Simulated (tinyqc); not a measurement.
Piezoresistors in the (001) plane of a cubic crystal: one step of the calculation.

Plane stress in crystal axes x = [100], y = [010]. First-order piezoresistance: d rho_xx/rho = p11 sxx + p12 syy, d rho_yy/rho = p12 sxx + p11 syy, d rho_xy/rho = p44 sxy; a resistor along d = (cos th, sin th) changes by dR/R = d.(d rho/rho).d. Changes of geometry and second-order terms are left out.

Task. Resistors at th and th + 90 degrees, and the bridge. dR/R = d.(d rho/rho).d. A full bridge with two resistors of each kind in opposite arms gives Vout = Vb (a - b)/(2 + a + b), a and b the two dR/R.

Values chosen for this exercise:
- th = 15 deg (angle of the current from [100])
- Vb = 5 V (bridge supply)

d rho/rho (%):
```
,x,y
x,0.5469400,-4.7040000
y,-4.7040000,1.4366600
```

Find: dR/R at th; dR/R at th + 90; Vout.

Result.

dR/R at th = -1.7455 %
dR/R at th + 90 = 3.7291 %
Vout = -135.52 mV

Numbers from tinyqc (`OMP_NUM_THREADS=1 python tinyqc.py 2530010 2530011 out.jsonl`; about 0.01 s on one thread of a shared Intel Xeon 2.30GHz).
